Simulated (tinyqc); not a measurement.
Voltage acceleration of oxide breakdown, four models on the same data: one step of the calculation.

Field E = V/tox in MV/cm. Models: ln(t63/1 s) = a - c X with X = E (E model), -1/E (1/E model), ln V (power law, c the exponent n) or sqrt(E).

Task. Fitting the models. The three stress times were made with the E model, c = 2.85, and are treated as data. For each model fit ln t63 on X by least squares over the three points.

Values chosen for this exercise: oxide thickness tox = 1.8 nm.

V, stress 0 to 2 (V): [2.25, 2.63, 2.98]
t63, stress 0 to 2 (s): [1.641e6, 4000, 15.68]

Wanted: c; a; largest misfit in ln t63 (0: below 0.002).

Result.

c, model E to sqrt E: [2.850, 585.0, 41.03, 21.65]
a, model E to sqrt E: [49.94, -32.27, 47.70, 90.93]
largest misfit in ln t63 (0: below 0.002), model E to sqrt E: [0.0000, 0.5281, 0.2672, 0.1340]

The worst misfit of any model is 0.53 in ln t63, a factor of 1.70 in time, comparable to the scatter of t63 from small samples, so such data hardly tell the models apart.

Range of the model: All four laws are empirical fits; none is established far below the stress range.

tinyqc, about 0.01 s, one thread, Intel Xeon 2.30GHz (shared host): `OMP_NUM_THREADS=1 python tinyqc.py 2070052 2070053 out.jsonl`
